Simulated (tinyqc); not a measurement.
Transfer curve: field-effect mobility of a thin-film transistor with band-tail and deep states (multiple trapping). Computed by tinyqc, a small Python program. Command: `OMP_NUM_THREADS=1 python tinyqc.py 3002346 3002347 out.jsonl tft walk`. One thread of a shared host (Intel(R) Xeon(R) Processor @ 2.30GHz), about 0.06 s of CPU time with the checks.

A thick film in accumulation at small drain voltage. Only free electrons move; trapped ones still screen the gate. N_c and mu_0 are held fixed when T changes, leaving out the T^(3/2) growth of N_c. x = E_0 - psi is the distance of the Fermi level below the band edge.

Inputs (values chosen for the exercise, modelled on nanocrystalline ZnO):

| quantity | value | unit |
|---|---|---|
| permittivity eps | 8.5 | - |
| effective density of states N_c | 4.1e+18 | 1/cm^3 |
| band mobility mu_0 | 37 | cm^2/(V s) |
| tail density at the edge g_t | 8.5e+19 | 1/(eV cm^3) |
| tail width E_t | 40 | meV |
| flat-band Fermi level below the edge, E_0 | 0.64 | eV |
| equivalent oxide thickness t | 76 | nm |
| temperature T | 300 | K |

Deep states: none.

Constants: k_B = 8.617333262e-05 eV/K; e = 1.602176634e-19 C; eps_0 = 8.8541878128e-12 F/m.

Method:
- F_j(eta) = int_0^infinity x^j/(1 + exp(x - eta)) dx, without a gamma-function factor.
- Integrals over x = E/(k_B T) use 160 Gauss-Legendre points in u = sqrt(x) from 0 to sqrt(max(eta, 0) + 32).
- Free n(x) = N_c (2/sqrt(pi)) F_1/2(-x/k_B T), with F_1/2 from its two-term series in exp(-x/k_B T) for x >= 12 k_B T; tail n_t(x) = int_0^1.2eV g_t exp(-E/E_t)/(1 + exp((x - E)/k_B T)) dE, E counted down from the edge, 120 Gauss-Legendre points; space charge rho(psi) = n + n_t less its value at psi = 0.
- Poisson: F(psi) = sqrt((2 e/(eps eps_0)) int_0^psi rho dpsi'); V_G - V_FB = psi_s + eps F(psi_s) t/3.9; free sheet density N_f = int (n - n(E_0))/F dpsi; induced sheet density N_i = eps eps_0 F(psi_s)/e; trapezoid rule on 301 even points in psi, the first interval left out of N_f.
- mu_eff = mu_0 N_f/N_i; field-effect mobility mu_FE = mu_0 e (dN_f/dV_G)/C_ox and swing S = dV_G/dlog10(N_f), by a central difference of +/- 2 mV in psi_s; C_ox = 3.9 eps_0/t.

Against the band bending:

| psi_s (V) | V_G - V_FB (V) | N_f (1/cm^2) | mu_eff (cm^2/(V s)) | mu_FE (cm^2/(V s)) | S (mV/decade) |
|---|---|---|---|---|---|
| 0.22 | 0.251 | 7.5487e+06 | 3.1717e-02 | 1.7971e-02 | 126 |
| 0.32 | 0.430 | 1.0007e+08 | 1.1913e-01 | 1.4354e-01 | 210 |
| 0.40 | 0.698 | 8.0985e+08 | 3.5500e-01 | 5.8784e-01 | 414 |
| 0.46 | 1.088 | 3.9033e+09 | 8.1153e-01 | 1.5226e+00 | 771 |
| 0.51 | 1.674 | 1.4510e+10 | 1.6270e+00 | 3.2530e+00 | 1341 |
| 0.56 | 2.701 | 5.3968e+10 | 3.2890e+00 | 6.8784e+00 | 2358 |
| 0.61 | 4.487 | 1.9684e+11 | 6.6250e+00 | 1.4077e+01 | 4202 |
| 0.65 | 6.747 | 5.1377e+11 | 1.0995e+01 | 2.2057e+01 | 6998 |
| 0.70 | 10.892 | 1.3529e+12 | 1.7319e+01 | 2.9504e+01 | 13775 |

What follows from these numbers?

The steepest swing among the rows is 126 mV/decade. mu_eff climbs from 0.032 to 17, 47 % of mu_0 in the last row. Between rows 6 and 7 N_f scales as (V_G - V_FB - psi_s)^2.18; an exponential tail holding all the charge would give the larger of 1 and 2 E_t/k_B T - 1, here 2.09, and free charge alone 1.
